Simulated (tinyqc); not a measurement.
# From capture coefficient C back to temperature T

Model: non-radiative capture by multiphonon emission, one effective mode. Computed by tinyqc, a small Python program. Command: `OMP_NUM_THREADS=1 python tinyqc.py 3020534 3020535 out.jsonl capture inv`. One thread of a shared host (Intel(R) Xeon(R) Processor @ 2.30GHz), about 0.07 s of CPU time with the checks.

The initial state (free carrier plus empty centre) lies dE above the final state; both have the same frequency and are displaced by dQ.

Inputs (values chosen for the exercise, with mass, screening and phonons like those of GaN):

| quantity | value | unit |
|---|---|---|
| energy released dE | 0.844 | eV |
| phonon energy hbar omega | 75.9 | meV |
| Huang-Rhys factor S | 3.27 | - |
| electron-phonon coupling W | 0.035 | eV/(u^(1/2) angstrom) |
| cell volume V | 2190 | angstrom^3 |
| degeneracy g | 1 | - |
| broadening b | 56 | meV |
| carrier mass m | 0.203 | m_0 |
| dielectric constant eps | 9.88 | - |
| defect density N_t | 3e+16 | cm^-3 |

Centre: repulsive.

Constants: hbar^2/u = 4.18015928e-03 eV angstrom^2; k_B = 8.617333262e-05 eV/K; hbar = 6.582119569e-16 eV s; Ry = 13.605693123 eV; k_B = 1.380649e-23 J/K; m_0 = 9.1093837015e-31 kg.

Method:
- dQ = sqrt(2 S (hbar^2/u)/hbar omega); relaxation energy lambda = S hbar omega; phonons needed P = dE/hbar omega; classical barrier E_b = (dE - lambda)^2/(4 lambda); occupation n = 1/(exp(hbar omega/k_B T) - 1).
- Huang-Rhys weight for a net emission of p phonons: L_p = exp(-S (2n + 1)) ((n + 1)/n)^(p/2) I_p(2 S sqrt(n (n + 1))), I_p the modified Bessel function.
- M_p = sum_m w_m <m_i|Q|(m + p)_f>^2 with Q counted from the final minimum and Boltzmann weights w_m for m = 0..24; <m_i|Q|k_f> = sqrt((hbar^2/u)/(2 hbar omega)) [sqrt(k) <m|k-1> + sqrt(k+1) <m|k+1>], with overlaps of oscillators displaced by d = sqrt(2 S) summed on 1500 points from -16 to 16 + d.
- The delta function is a Gaussian of standard deviation b at dE - p hbar omega.
- C_0 = V (2 pi/hbar) g W^2 sum_p M_p Gaussian_p. The sum runs over the seven p from round(P) - 3 to round(P) + 3; 1 angstrom^3 = 1e-24 cm^3.
- Sommerfeld factor of a repulsive centre: s(k) = 2 pi nu/(exp(2 pi nu) - 1), nu = sqrt(Ry*/E), Ry* = Ry m/eps^2, averaged over (2/sqrt(pi)) sqrt(x) exp(-x) dx with x = E/k_B T = t^2 (trapezoid, t to 6 in steps of 0.01).
- C = s C_0; v = sqrt(3 k_B T/m); sigma = C/v; tau = 1/(C N_t).

Task: A run gave the result below. Find the temperature T, known to lie between 72 and 180 K.

capture coefficient C = 1.879435e-12 cm^3/s

Result:

Each step takes the trial c = (a f_b - b f_a)/(f_b - f_a), f being the result less the target and a, b, c the logarithms of the listed values; c replaces end b, the old b replaces a if the sign of f changed, and otherwise f_a is halved.

Scan of the range:

| temperature T (K) | capture coefficient C (cm^3/s) |
|---|---|
| 72.0 | 4.20264e-13 |
| 83.9 | 6.46912e-13 |
| 97.7 | 9.68848e-13 |
| 114.0 | 1.42445e-12 |
| 133.0 | 2.05019e-12 |
| 155.0 | 2.89568e-12 |
| 180.0 | 4.01687e-12 |

False position (Illinois rule, in the logarithm of the input) inside the bracket:

| step | end a | end b | trial | capture coefficient C (cm^3/s) |
|---|---|---|---|---|
| 1 | 114.000 | 133.000 | 127.521 | 1.85970e-12 |
| 2 | 133.000 | 127.521 | 128.078 | 1.87870e-12 |
| 3 | 133.000 | 128.078 | 128.120 | 1.88011e-12 |
| 4 | 128.078 | 128.120 | 128.100 | 1.87943e-12 |
| 5 | 128.120 | 128.100 | 128.100 | 1.87943e-12 |

Capture coefficient C rises at every point of a 13-point scan of the range (every second point is shown), so one value fits; it is bracketed by 114 and 133. Answer: temperature T = 128.1 K.
